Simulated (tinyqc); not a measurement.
Swing of the coupled dose with resist thickness: standing waves and exposure in a photoresist film.

Normal incidence from air. Unexposed resist: N1 = n1 + i k1 with k1 = (A + B) lam/(4 pi), lam in micrometres. r01 = (1 - N1)/(1 + N1), t01 = 2/(1 + N1). Substrate Ns = ns + i ks: r12 = (N1 - Ns)/(N1 + Ns). With p = exp(2 pi i N1 d/lam), the field at depth z is E(z) = t01 [exp(2 pi i N1 z/lam) + r12 p^2 exp(-2 pi i N1 z/lam)]/(1 + r01 r12 p^2), the relative intensity I(z) = n1 |E(z)|^2 and the reflectance R = |(r01 + r12 p^2)/(1 + r01 r12 p^2)|^2.

Parameters, chosen for this exercise (a resist on Si, indices near tabulated ones; not measured data): lam = 248 nm (vacuum wavelength); n1 = 1.76 (resist index); A = 0.05 1/micrometre (bleachable absorption (Dill A)); B = 1.03 1/micrometre (fixed absorption (Dill B)); d = 369 nm (resist thickness); ns = 1.587 (substrate n); ks = 3.544 (substrate k).

The mean of I is taken over 800 depths; the relative dose to clear is taken as 1/(mean of I over the lowest period, 60 depths), scaled to 1 in the first row.

Swing:
```
d (nm)       R  mean I  relative dose
369.0   0.1645  1.2275          1.000
380.7   0.0594  1.3719          0.920
404.2   0.3855  0.8704          1.477
416.0   0.4251  0.7942          1.588
427.7   0.3365  0.8964          1.388
439.5   0.1375  1.1489          1.092
451.2   0.0412  1.2667          1.014
462.9   0.1967  1.0505          1.245
474.7   0.3544  0.8301          1.574
486.4   0.3934  0.7637          1.686
498.2   0.3057  0.8574          1.486
509.9   0.1174  1.0759          1.194
```

Give the missing row, d (nm) = 392.5.

Computed row:
```
d (nm)       R  mean I  relative dose
392.5   0.2250  1.1188          1.151
```

The period is 70.5 nm, six rows. The relative dose swings between 0.920 and 1.686, a ratio (max - min)/mean of 0.592, against the estimate 4 sqrt(|r01|^2 |r12|^2) exp(-(A + B) d) = 0.533 for the oscillating part alone; the ratio from the table also holds the slow rise from absorption, 19.4 % over two periods, so the two are not strictly comparable. The dose is least sensitive to thickness at an extremum; the lowest dose listed is at 380.7 nm.

tinyqc: `OMP_NUM_THREADS=1 python tinyqc.py 1682092 1682093 out.jsonl`; about 0.01 s, one thread, shared Intel(R) Xeon(R) Processor @ 2.30GHz.
